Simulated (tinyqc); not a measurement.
Worked calculation: specific resistance of a metal-semiconductor contact and its transmission-line measurement. Computed by tinyqc, a small Python program that keeps every step. Command: `OMP_NUM_THREADS=1 python tinyqc.py 3027331 3027332 out.jsonl contact walk`. One thread of a shared host (Intel(R) Xeon(R) Processor @ 2.30GHz), about 0.01 s of CPU time with the checks. Intermediate numbers are printed to about 7 digits and carried at full precision; extremes and crossings named in words are read from the listed rows.

The barrier is parabolic (depletion approximation), energies E are normal energies counted from the band edge in the neutral semiconductor (downwards for holes), and the bias is zero. xi is an input, held fixed when other inputs move.

Inputs (values chosen for the exercise, modelled on p-type SiGe):
```
quantity,value,unit
tunnelling mass m,0.31,m_0
permittivity eps,13,-
Richardson constant A*,28.9,A/(cm^2 K^2)
barrier height phi_B,0.29,eV
doping N,6.4e+17,1/cm^3
"Fermi level above the band edge in the bulk, xi",-0.086,eV
temperature T,300,K
sheet resistance R_sh,14000,ohm
contact length d,9.7,micrometre
contact width W,8.1,micrometre
```

Image-force lowering: left out.

Constants: hbar = 1.054571817e-34 J s; eps_0 = 8.8541878128e-12 F/m; m_0 = 9.1093837015e-31 kg; k_B = 8.617333262e-05 eV/K; e = 1.602176634e-19 C.

## Tunnelling energy and barrier

E_00 = (e hbar/2) sqrt(N/(eps eps_0 m)); band bending E_b = phi_B + xi; depletion width w = sqrt(2 eps eps_0 E_b/(e^2 N)).

E_00 = 7.398859 meV

E_00/k_B T = 0.2862007

depletion width = 21.40085 nm

barrier used, above the bulk band edge = 0.204 eV

By the usual rule this is thermionic emission (E_00 < 0.5 k_B T).

## Transmission and supply

WKB transmission for E < E_b, with a = E/E_b: D = exp{-(E_b/E_00) [sqrt(1 - a) - a ln((1 + sqrt(1 - a))/sqrt(a))]}; D = 1 above. f = 1/(1 + exp((E - xi)/k_B T)).

E, D, f and D f at E/E_b = 0.05, 0.15, 0.3, 0.45, 0.6, 0.75, 0.9, 0.98:
```
E/E_b,E (eV),D,f,D f
0.05,0.01020,4.296060e-11,2.363329e-02,1.015300e-12
0.15,0.03060,6.878570e-09,1.087570e-02,7.480924e-11
0.30,0.06120,2.128263e-06,3.354975e-03,7.140268e-09
0.45,0.09180,1.822076e-04,1.029542e-03,1.875904e-07
0.60,0.12240,6.065701e-03,3.154257e-04,1.913278e-06
0.75,0.15300,8.831174e-02,9.659058e-05,8.530082e-06
0.90,0.18360,5.524358e-01,2.957376e-05,1.633760e-05
0.98,0.19992,9.491393e-01,1.573072e-05,1.493064e-05
```

Among these points D f is largest at E/E_b = 0.9; for a non-degenerate tail the peak lies at E/E_b = 1/cosh^2(E_00/k_B T) = 0.922.

## Specific contact resistance

At zero bias 1/rho_c = (e A*/k_B^2) int D(E) f(E) dE, f = 1/(1 + exp((E - xi)/k_B T)); 200 Gauss-Legendre points from 0 to E_b, and k_B T ln(1 + exp((xi - E_b)/k_B T)) for the part above the barrier; the share of tunnelling is the part below.

specific contact resistance rho_c = 2.078074e-04 ohm cm^2

share of tunnelling = 71.91214 %

rho_c by thermionic emission alone = 7.398476e-04 ohm cm^2

Tunnelling lowers rho_c by a factor 3.56. The field-emission exponent (E_b - xi)/E_00 is 39.2, the thermionic one (E_b - xi)/k_B T is 11.2.

## Current crowding

Transmission-line model: transfer length L_T = sqrt(rho_c/R_sh); R_c = (R_sh L_T/W) coth(d/L_T). Limits: rho_c/(W d) for d << L_T, sqrt(rho_c R_sh)/W for d >> L_T.

transfer length L_T = 1.218334 micrometre

d/L_T = 7.961690

contact resistance R_c = 2105.763 ohm

R_c W = 17056.68 ohm micrometre

short-contact limit = 264.4869 ohm

long-contact limit = 2105.763 ohm

The contact is long: current crowds at the front edge, and more length does not help.

## A transmission-line measurement read back

Transmission-line model: transfer length L_T = sqrt(rho_c/R_sh); R_c = (R_sh L_T/W) coth(d/L_T). Two contacts a gap s apart give R = 2 R_c + R_sh s/W. A straight-line fit gives R_sh from the slope and R_c from the intercept; the simple reading takes L_x = R_c W/R_sh as the transfer length and rho_c = R_sh L_x^2.

Resistances:
```
gap s (micrometre),R (ohm)
1.2,6285.60
2.4,8359.68
4.9,12680.66
9.7,20976.96
19.0,37051.03
```

L_x = 1.218335 micrometre

rho_c by the simple reading = 2.078075e-04 ohm cm^2

simple reading over true value = 1.000000

The simple reading is right, since coth(d/L_T) is 1 for so long a contact.

Checks made by the program: closed WKB exponent against numerical integration over the parabolic barrier (relative difference below 1e-10).
